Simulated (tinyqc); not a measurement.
# From one set of inputs to another, one input at a time

Model: Hall factor, magnetoresistance and optical conductivity for a power-law relaxation time. Computed by tinyqc, a small Python program. Command: `OMP_NUM_THREADS=1 python tinyqc.py 3000992 3000993 out.jsonl magneto ladder`. One thread of a shared host (Intel(R) Xeon(R) Processor @ 2.30GHz), about 0.02 s of CPU time with the checks.

One spherical parabolic band, tau(E) = tau_0 x^s with x = E/(k_B T). Landau quantisation is left out.

The inputs printed are set A. Inputs not listed in the table keep their values of set A, so the rows need not describe a real material.

Inputs (values chosen for the exercise, with a mass close to that of electrons in GaAs):
```
quantity                         value  unit
effective mass m                 0.066   m_0
exponent s                        -0.5     -
tau_0                             1100    fs
reduced Fermi level eta            1.3     -
temperature T                      250     K
magnetic field B                  0.21     T
frequency f                       0.16   THz
background permittivity eps_inf   15.2     -
```

Constants: m_0 = 9.1093837015e-31 kg; k_B = 1.380649e-23 J/K; hbar = 1.054571817e-34 J s; e = 1.602176634e-19 C; eps_0 = 8.8541878128e-12 F/m; c = 299792458 m/s.

Method:
- <y> = int y x^(3/2) f (1 - f) dx / int x^(3/2) f (1 - f) dx, f = 1/(1 + exp(x - eta)).
- Integrals over x = E/(k_B T) use 160 Gauss-Legendre points in u = sqrt(x) from 0 to sqrt(max(eta, 0) + 45).
- n = (2 m k_B T)^(3/2)/(3 pi^2 hbar^3) int x^(3/2) f (1 - f) dx; moments in units of tau_0.
- mu = e <tau>/m; weak field r_H = <tau^2>/<tau>^2 and MR = c (mu B)^2, c = <tau^3>/<tau>^3 - r_H^2; strong field r_H = 1 and MR = <tau> <1/tau> - 1.
- With w_c = e B/m: sigma_xx = (n e^2/m) <tau/(1 + w_c^2 tau^2)>, sigma_xy = (n e^2/m) <w_c tau^2/(1 + w_c^2 tau^2)>; r_H = (n e/B) sigma_xy/(sigma_xx^2 + sigma_xy^2); MR = sigma_0 sigma_xx/(sigma_xx^2 + sigma_xy^2) - 1, sigma_0 = n e^2 <tau>/m.
- sigma(w) = (n e^2/m) <tau/(1 - i w tau)>, w = 2 pi f; eps = eps_inf + i sigma/(eps_0 w); N = sqrt(eps); absorption coefficient 2 w Im N/c; reflectivity |(N - 1)/(N + 1)|^2; plasma frequency sqrt(n e^2/(eps_inf eps_0 m))/(2 pi).

Each row keeps all changes above it:
```
input moved                       from    to  magnetoresistance MR (%)  Hall factor r_H  absorption coefficient (1/cm)
set A                                -     -                    1.4005           1.0698                           7472
tau_0 (fs)                        1100  1000                    1.2237           1.0726                           7151
frequency f (THz)                 0.16   0.1                    1.2237           1.0726                           5636
effective mass m (m_0)           0.066  0.39                    0.0550           1.0949                           8788
magnetic field B (T)              0.21  0.23                    0.0655           1.0946                           8788
background permittivity eps_inf   15.2  5.67                    0.0655           1.0946                           8789
temperature T (K)                  250   350                    0.0655           1.0946                          11312
```

Which inputs carry the difference?

Magnetoresistance MR goes from 1.40 to 0.0655, a factor 0.0468 in all. The largest single move comes from effective mass m (a factor 0.0449). Hall factor r_H goes from 1.07 to 1.09, a factor 1.023 in all. The largest single move comes from effective mass m (a factor 1.021). Absorption coefficient goes from 7470 to 11300, a factor 1.51 in all. The largest single move comes from effective mass m (a factor 1.56), and frequency f works against it (a factor 0.788). The single moves hold for this order of the switches; the total does not depend on the order.

Extremes, crossings and ranges named in words are read from the listed rows.
